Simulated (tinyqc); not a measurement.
# Planar ballistic transistor, top-of-the-barrier model: what changes with what

At the top of the source barrier, states moving towards the drain are filled by the source (Fermi level 0) and states moving back by the drain (Fermi level -q Vd); nothing scatters. U is the shift of the band edge there, set by the capacitances CG, CD and CS (the total) and by the charge. Parabolic two-dimensional band; the source is grounded.

Parameters, values chosen for the exercise; mass and valleys close to those of gallium arsenide:
- T = 400 K (temperature)
- m = 0.0661 m0 (effective mass)
- gv = 1 (valley degeneracy)
- eox = 16 (relative permittivity of the gate insulator)
- tox = 1.6 nm (insulator thickness)
- aG = 0.76 (gate control CG/CS)
- aD = 0.112 (drain control CD/CS)
- E0 = 0.18 eV (band edge at the barrier top above the source Fermi level at zero bias)

Constants: q = 1.602176634e-19 C, kB = 1.380649e-23 J/K, hbar = 1.054571817e-34 J s, m0 = 9.1093837015e-31 kg, Vt = kB T/q, eps0 = 8.8541878128e-14 F/cm where lengths are in cm. Results are converted to the units shown.

Each table varies one quantity; the others keep the values above.

## Output curve

N0 = gv m kB T/(pi hbar^2), CG = eps0 eox/tox, vT = sqrt(2 kB T/(pi m)), CS = CG/aG, n0 = n at U = 0 and Vd = 0. eta1 = -(E0 + U)/Vt, eta2 = eta1 - Vd/Vt, n = (N0/2)[F_0(eta1) + F_0(eta2)], F_0(x) = ln(1 + exp x). U = UL + q (n - n0)/CS with UL = -(aG Vg + aD Vd), energies in eV. I = q (N0/2) vT [F_(1/2)(eta1) - F_(1/2)(eta2)] per width, F_(1/2)(x) = (2/sqrt(pi)) int_0^infinity u^(1/2)/(1 + exp(u - x)) du. CQ = (q/Vt) dn/d(eta1).

In this table Vg = 0.5 V.

Output curve:
```
Vd (V),eta1,n (cm^-2),I (uA/um),mean velocity I/(q n) (cm/s),CQ/CS
0.01,4.266,3.938e12,118.8,1.883e6,0.3736
0.025,4.360,3.823e12,291.9,4.765e6,0.3725
0.05,4.516,3.635e12,565.6,9.711e6,0.3692
0.1,4.822,3.277e12,1050,2.000e7,0.3539
0.15,5.105,2.974e12,1431,3.004e7,0.3178
0.2,5.345,2.779e12,1693,3.801e7,0.2626
0.3,5.689,2.732e12,1946,4.446e7,0.1981
0.4,5.969,2.844e12,2093,4.594e7,0.1901
0.6,6.516,3.102e12,2374,4.777e7,0.1896
0.8,7.063,3.361e12,2667,4.952e7,0.1897
```

Read the table: what changes, and by how much?

The current rises from 119 to 2670 uA/um; n goes from 3.94e12 through a minimum of 2.73e12 (at Vd = 0.3 V among the rows listed) to 3.36e12 cm^-2 and eta1 rises from 4.27 to 7.06. The resistance in the first row is 84.2 ohm um, though nothing scatters in the channel. The current passes 90 % of its last value at Vd = 0.8 V among the rows, where eta2 = -16; returning states are gone from Vd = 0.6 V on (eta2 < -7), and from there the drain control aD lifts eta1 from 6.52 to 7.06.

## Effect of the valley degeneracy

Same model as above.

CQ = (q/Vt) dn/d(eta1). E0 is held fixed.

In this table Vg = 0.5 V, Vd = 0.5 V.

Effect of the valley degeneracy:
```
gv,eta1,n (cm^-2),I (uA/um),mean velocity I/(q n) (cm/s),CQ/CS
1,6.2432,2.9721e12,2232.3,4.6880e7,0.18955
2,5.3845,5.1293e12,3616.4,4.4006e7,0.37804
3,4.7324,6.7689e12,4527.9,4.1752e7,0.56465
4,4.2195,8.0597e12,5157.6,3.9941e7,0.74848
6,3.4611,9.9708e12,5946.6,3.7224e7,1.1045
```

As gv goes from 1 to 6, n rises from 2.97e12 to 9.97e12 cm^-2, the mean velocity falls from 4.69e7 to 3.72e7 cm/s and the current rises from 2230 to 5950 uA/um. CQ/CS goes from 0.19 to 1.1.

Numbers from tinyqc (`OMP_NUM_THREADS=1 python tinyqc.py 2400094 2400095 out.jsonl`; about 0.01 s on one thread of a shared Intel Xeon 2.30GHz).
